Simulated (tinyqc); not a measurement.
# Crystallisation kinetics and data retention of a phase-change cell: effect of the activation energy at a fixed measured point

Johnson-Mehl-Avrami-Kolmogorov law X = 1 - exp(-y^n), y = integral of k dt, k = (1/100 s) exp[-(Ec q/kB)(1/T - 1/T1)].

At fixed T the state fails at t = (-ln(1 - Xf))^(1/n)/k; ten years are 3.15576e8 s. k at T1 is held.

Parameters, values chosen for the exercise; values of the order of Ge-Sb-Te and related chalcogenides:
- T1 = 464 K (temperature at which the rate k is 1/(100 s))
- n = 2 (Avrami exponent)
- Xf = 0.4 (crystalline share at which the state is lost)
- T = 398 K (storage temperature)

Constants: q = 1.602176634e-19 C, kB = 1.380649e-23 J/K. Results are converted to the units shown.

Result of one run:

| Ec (eV) | temperature for ten years (K) | time to fail at T (years) |
|---|---|---|
| 3.3 | 391.43 | 1.9902 |

What becomes of these results when the activation energy of crystallisation Ec is changed from 3.3 to 1.5 eV, all else the same?

Result of the changed run:

| Ec (eV) | temperature for ten years (K) | time to fail at T (years) |
|---|---|---|
| 1.5 | 329.58 | 0.0011397 |

The whole series:

| Ec (eV) | temperature for ten years (K) | time to fail at T (years) |
|---|---|---|
| 1.5 | 329.58 | 0.0011397 |
| 1.8 | 346.30 | 0.0039549 |
| 2.1 | 359.32 | 0.013724 |
| 2.4 | 369.75 | 0.047625 |
| 2.7 | 378.29 | 0.16527 |
| 3 | 385.40 | 0.57351 |
| 3.3 | 391.43 | 1.9902 |
| 3.6 | 396.60 | 6.9062 |

The ten-year temperature rises from 330 to 397 K, and the projected life at 398 K spans 3.78 decades: an error of 0.1 eV changes it by a factor of 1.51.

Range of the model: One Arrhenius rate is assumed; incubation, growth from the boundary and the non-Arrhenius kinetics of the supercooled liquid are left out.

Program tinyqc, `OMP_NUM_THREADS=1 python tinyqc.py 2490061 2490062 out.jsonl`; Intel Xeon 2.30GHz, shared host, one thread, about 0.02 s.
